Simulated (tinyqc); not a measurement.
Spin coating of a resist or spin-on film: centrifugal thinning, evaporation and the final thickness (Emslie and Meyerhofer models). Inputs raised by 2 %, one at a time. Computed by tinyqc, a small Python program. Command: `OMP_NUM_THREADS=1 python tinyqc.py 3111268 3111269 out.jsonl spincoat sens`. One thread of a shared host (Intel(R) Xeon(R) Processor @ 2.30GHz), about 0.3 s of CPU time with the checks.

A Newtonian film stays uniform over the wafer; solvent and solids have the same density and the concentration is uniform through the thickness.

Inputs (values chosen for the exercise, of the order of those of a polymer resist in an ester solvent):
```
quantity,value,unit
solids volume fraction c0,0.28,-
kinematic viscosity of the solvent nu_s,0.68,mm^2/s
viscosity constant k,710,mm^2/s
viscosity exponent gamma,2.3,-
spin speed f,2000,rpm
evaporation rate at 1000 rpm e0,0.14,micrometre/s
starting thickness h0,300,micrometre
wafer radius R,150,mm
shrinkage in the bake,10,%
```

Method:
- omega = 2 pi f/60; nu(c) = nu_s + k c^gamma; evaporation rate e = e0 sqrt(f/1000 rpm).
- Flow constant K = 2 omega^2/(3 nu(c0)); Reynolds number of the air omega R^2/nu_air with nu_air = 15 mm^2/s.
- Meyerhofer estimate: flow rules until (1 - c0) K h^3 = e, then evaporation alone: h_w = (e/((1 - c0) K))^(1/3), dry film c0 h_w.
- Full model for solids s and liquid l per area, h = s + l, c = s/h: ds/dt = -c Q, dl/dt = -(1 - c) Q - e, Q = 2 omega^2 h^3/(3 nu(c)); integrated adaptively (relative tolerance 1e-9) until l = 0.
- Dry film = s at l = 0, before the bake; film after the bake = s x (1 - shrinkage).

Runs:
```
input moved,from,to,dry film (nm),time to dry (s),"dry film, estimate (nm)",wet thickness h_w (micrometre)
base run,-,-,2162,33.02,1999,7.138
solids volume fraction c0,0.28,0.2856,2239,33.29,2075,7.264
kinematic viscosity of the solvent nu_s (mm^2/s),0.68,0.6936,2163,33.02,1999,7.139
viscosity constant k (mm^2/s),710,724.2,2177,33.23,2012,7.184
viscosity exponent gamma,2.3,2.346,2127,32.44,1961,7.002
spin speed f (rpm),2000,2040,2141,32.37,1979,7.068
evaporation rate at 1000 rpm e0 (micrometre/s),0.14,0.1428,2177,32.58,2012,7.185
starting thickness h0 (micrometre),300,306,2162,33.02,1999,7.138
```

Exponents ln(y'/y) / ln(x'/x):
```
input,dry film,time to dry,"dry film, estimate",wet thickness h_w
solids volume fraction c0,1.760,0.421,1.885,0.885
kinematic viscosity of the solvent nu_s,0.004,0.005,0.006,0.006
viscosity constant k,0.329,0.329,0.328,0.328
viscosity exponent gamma,-0.830,-0.885,-0.968,-0.968
spin speed f,-0.500,-1.000,-0.500,-0.500
evaporation rate at 1000 rpm e0,0.333,-0.667,0.333,0.333
starting thickness h0,0.000,0.000,0.000,0.000
```

Which inputs matter most for each result?

Among the inputs moved here: dry film answers most in size to solids volume fraction c0 (exponent +1.760), next to viscosity exponent gamma (-0.830); its exponent is below 0.0005 for starting thickness h0. Its exponent -0.500 in spin speed f: (e/omega^2)^(1/3) with e as sqrt(f). Its exponent +0.333 in evaporation rate at 1000 rpm e0: the cube root of the evaporation rate. Time to dry answers most in size to spin speed f (exponent -1.000), next to viscosity exponent gamma (-0.885); its exponent is below 0.0005 for starting thickness h0. dry film, estimate answers most in size to solids volume fraction c0 (exponent +1.885), next to viscosity exponent gamma (-0.968); its exponent is below 0.0005 for starting thickness h0. wet thickness h_w answers most in size to viscosity exponent gamma (exponent -0.968), next to solids volume fraction c0 (+0.885); its exponent is below 0.0005 for starting thickness h0.

Caution (all rows): above a Reynolds number of about 3e5 the air flow near the rim turns turbulent, and evaporation is no longer uniform.
